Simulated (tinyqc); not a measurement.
Comparisons within one model: two electrons on one impurity (helium-like model). A value that a table varies takes the place of the one given here.

Units Ha* = 2 Ry m/eps^2 and a* = a0 eps/m. One electron is bound by Z^2/2. Two electrons in the singlet built from exp(-a r) and exp(-b r): S = 8 (ab)^(3/2)/(a + b)^3, h_aa = a^2/2 - Z a, h_bb alike, h_ab = S (ab/2 - Z (a + b)/2), J = ab (a^2 + 3ab + b^2)/(a + b)^3, K = 20 (ab)^3/(a + b)^5, E = (h_aa + h_bb + 2 S h_ab + J + K)/(1 + S^2). For a = b this is a^2 - 2 Z a + 5a/8. Real double donors are deeper, since the central cell is left out.

Constants: e^2/(4 pi eps0) = 14.39964547 eV angstrom.

Values chosen for the exercise (near those of impurities in GaAs; shifted at random, so the results belong to these values and not to a real crystal):
```
symbol  value                                       unit      meaning
m       0.066                                       m0        one mean mass
eps     12.7                                                  dielectric constant
Zs      (0.98, 1.04, 1.28, 1.5, 2.2, 2.95, 4.1)               charges
a_lat   5.653                                       angstrom  lattice constant
Eg      1.523                                       eV        gap
ED      6.3                                         meV       donor binding
EA      27.5                                        meV       acceptor binding
W0      12                                          x 1e7/s   rate at zero distance
kind    opposite                                              sublattices of donor and acceptor
shells  (1372, 2065, 3127, 3185, 5756, 7605, 9935)            shell numbers
```

## Effective charge

Ha* = 11.1349 meV

Binding of the first electron, of the second (-E - Z^2/2) with equal and with unequal orbitals, and U, the first less the second (unequal).

Results (meV):
```
Z     first  second, equal  second, unequal   a/b     U  U/(Z Ha*)
0.98    5.3          -0.39             0.08  3.92   5.3      0.483
1.04    6.0          -0.13             0.30  3.32   5.7      0.494
1.28    9.1           1.30             1.67  2.46   7.5      0.523
1.50   12.5           3.18             3.52  2.16   9.0      0.539
2.20   26.9          12.72            13.03  1.76  13.9      0.568
2.95   48.5          29.01            29.30  1.59  19.2      0.583
4.10   93.6          66.14            66.42  1.46  27.2      0.595
```

What does this show, and why?

Equal orbitals bind a second electron only above Z = (5/16)/(1 - 1/sqrt2) = 1.067; unequal ones do so in 7 of the 7 rows. Their gain is 0.47 meV in the first row and 0.28 in the last, while the second binding grows to 66 meV, so the gain decides the matter only near Z = 1. U grows almost linearly with Z: U/(Z Ha*) goes from 0.483 to 0.595, towards 5/8, while the first binding grows as Z^2. Angular correlation is left out: at Z = 1 this function binds the second electron by 0.0133 Ha*, half the exact 0.0278.

## Pair lines (donor-acceptor pair recombination)

h nu = Eg - ED - EA + q/(eps R), q = e^2/(4 pi eps0); shell j lies at R = a_lat sqrt(j/2) for the same sublattice and a_lat sqrt(j/2 - 5/16) for opposite ones (on the same sublattice shells 14, 30, 46, 56, 62, ... are empty, where 2j has the form 4^a (8b + 7)); rate W = W0 exp(-2R/aD) with the donor radius aD = q/(2 eps ED). Polarisation and overlap terms, which matter for close pairs, are left out.

Energy, rate and lifetime for each shell.

Lines:
```
shell  R (angstrom)  Coulomb (meV)  h nu (eV)  step to the next shell (meV)  1/W (microsecond)
1372         148.03            7.7     1.4969                        0.0028              0.224
2065         181.62            6.2     1.4954                        0.0015              0.472
3127         223.50            5.1     1.4943                       0.00081               1.20
3185         225.57            5.0     1.4942                       0.00079               1.25
5756         303.25            3.7     1.4929                       0.00032               7.05
7605         348.57            3.3     1.4925                       0.00021               19.3
9935         398.41            2.8     1.4920                       0.00014               58.4
```

limit for distant pairs = 1.4892 eV
aD = 90.0 angstrom

What can be read from the table?

The lines crowd together, on average as R^-3: the step falls from 0.0028 to 0.00014 meV, so distant pairs merge into a band. Close pairs emit higher and 261 times faster over this table, so the band shifts to lower energy with delay and to higher energy with stronger pumping. All these lines lie below Eg, and R/aD runs from 1.6 up.

Run: tinyqc, `OMP_NUM_THREADS=1 python tinyqc.py 1252093 1252094 out.jsonl`; Intel(R) Xeon(R) Processor @ 2.30GHz, one thread, shared host; about 0.05 s of CPU time with all checks.
